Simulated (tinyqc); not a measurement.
Inside a calculation: square lattice in a magnetic field (Harper-Hofstadter model). Values are carried at full precision from step to step, so a last printed digit may differ when a step is redone from the rounded ones.

Constants: h/e = 413566.7697 T angstrom^2.

Parameters, chosen for this exercise (a lateral superlattice; shifted at random, so the results belong to these values and not to a real crystal): p = 1 (flux per plaquette p/q, in units of h/e); q = 3; a = 200 angstrom (period); tx = 1.5 meV (hopping along x); ty = 1.3 meV (hopping along y); k = (0.682, 0.699) (kx, ky).

## The field behind the flux

B = (p/q)(h/e)/a^2, and the field for one flux quantum a cell.

B = 3.446 T
field for one quantum = 10.34 T

## The Harper matrix

Landau gauge, lattice period 1: the magnetic cell has q sites j = 0 to q - 1 along x. H_jj = -2 ty cos(ky + 2 pi p j/q), H_(j,j+1) = -tx, and the bond from q - 1 back to 0 is H_(q-1,0) = -tx exp(i q kx). The levels depend on k only through cos(q kx) and cos(q ky), so the band edges lie at (0, 0) and (pi/q, pi/q).

Fill it in at the given k.

H(k) (meV), rows 0, 1, 2 and columns alike:
$$\begin{pmatrix}
-1.9903 & -1.5000 & 0.6863+1.3338i \\
-1.5000 & 2.4440 & -1.5000 \\
0.6863-1.3338i & -1.5000 & -0.4537
\end{pmatrix}$$

## Levels at that k

Diagonalise; the trace is a check.

levels (meV): [-3.1873, -0.4560, 3.6433]

trace = 0.0000 meV

## Band edges

Diagonalise at (0, 0) and (pi/q, pi/q).

Bands (meV):
```
band   bottom      top   width  gap above
1     -3.8372  -2.8000  1.0372     1.7628
2     -1.0372   1.0372  2.0744     1.7628
3      2.8000   3.8372  1.0372          -
```

The bands cover 4.149 meV of the zero-field width 4 (tx + ty) = 11.2 meV.

## Hall conductance of the gaps

Gap r (r bands filled) has sigma_xy = t_r e^2/h in size and relative sign, where r = q s_r + p t_r with integers and |t_r| <= q/2; the Chern number of band r is t_r - t_(r-1), with t_0 = t_q = 0.

Integers:
```
r  t_r  s_r  Chern number of band r
1    1    0                       1
2   -1    1                      -2
3    0    1                       1
```

The first gap carries t = 1; a single Landau level would carry 1.

## Checks

- Size of the Chern number of band 1 from plaquette phases against the integer equation: both 1.00.

Computed by tinyqc, a small Python program: `OMP_NUM_THREADS=1 python tinyqc.py 1280526 1280527 out.jsonl` (the numbers bound the seed that draws the inputs); one thread of a shared host (Intel(R) Xeon(R) Processor @ 2.30GHz), about 0.03 s for the whole set of steps.
